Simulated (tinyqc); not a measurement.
Pelgrom slope, floor and doping from two device sizes.

Inverse problem. s^2 = A^2/(L W) + s0^2, with s0 independent of size and A = (q/Cox) sqrt(Na Wd/3) from random dopants alone, Cox = 3.9 eps0/ti. Find A, s0 and Na.

Inputs (values chosen for the exercise):
- ti = 1.5 nm (oxide-equivalent thickness in inversion)

Constants: q = 1.602176634e-19 C, eps0 = 8.8541878128e-14 F/cm where lengths are in cm. Results are converted to the units shown.

s for gate areas 0.0014 and 0.022 um^2 (mV): [27.0949332, 8.96809893]
Wd = 20.8744155 nm

Answer. s^2 is linear in 1/area: slope A^2, intercept s0^2.

A = 0.9886 mV um
s0 = 6.000 mV
Na = 2.900e18 cm^-3

tinyqc, about 0.01 s, one thread, Intel Xeon 2.30GHz (shared host): `OMP_NUM_THREADS=1 python tinyqc.py 2090009 2090010 out.jsonl`
